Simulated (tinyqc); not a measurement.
Physical sputtering: collision-cascade yield, angular dependence, faceting and resputtering in deposition: one step, computed by the program tinyqc. Command: `OMP_NUM_THREADS=1 python tinyqc.py 3007812 3007813 out.jsonl sputter walk`. One thread of a shared host (Intel(R) Xeon(R) Processor @ 2.30GHz), about 0.01 s of CPU time with the checks.

Ions start collision cascades; atoms that reach the surface with more than U leave. The target is amorphous or fine-grained.

Question. Yield at normal incidence. gamma = 4 M1 M2/(M1 + M2)^2; threshold E_th = 6.7 U/gamma for M1 >= M2, else U (1 + 5.7 M1/M2)/gamma. eps = 0.03255 M2 E/(Z1 Z2 (M1 + M2) z), z = (Z1^(2/3) + Z2^(2/3))^(1/2), E in eV; s_n = 3.441 sqrt(eps) ln(eps + 2.718)/(1 + 6.355 sqrt(eps) + eps (6.882 sqrt(eps) - 1.708)); S_n = 84.78 Z1 Z2 M1 s_n/((M1 + M2) z) in eV angstrom^2; alpha = 0.249 (M2/M1)^0.56 + 0.0035 (M2/M1)^1.5 for M1 <= M2, else 0.0875 (M2/M1)^(-0.15) + 0.165 M2/M1; Y0 = 0.042 Q alpha S_n/U [1 - sqrt(E_th/E)]^2.5 (the electronic-loss factor of the full formula is dropped). Erosion rate = Y0 J/(e N); 1 cm^2 = 1e14 nm^2.

Inputs (values chosen for the exercise, modelled on gallium ions on titanium):
```
quantity,value,unit
ion Z1,31,-
ion mass M1,69.7,u
target Z2,22,-
target mass M2,47.9,u
surface binding energy U,4.85,eV
target density N,56.7,1/nm^3
fit factor Q,0.58,-
ion energy E,11000,eV
current density J,0.9,mA/cm^2
```

Constants: e = 1.602176634e-19 C.

Give: energy transfer factor gamma; threshold E_th; reduced energy eps; nuclear stopping S_n; alpha; yield Y0; erosion rate.

Answer.

energy transfer factor gamma = 0.9656

threshold E_th = 33.65 eV

reduced energy eps = 0.05080

nuclear stopping S_n = 2652 eV angstrom^2

alpha = 0.2060

yield Y0 = 2.380 atoms per ion

erosion rate = 141.5 nm/min

The threshold factor is 0.867; the energy cost is 4620 eV per removed atom, 953 times U.
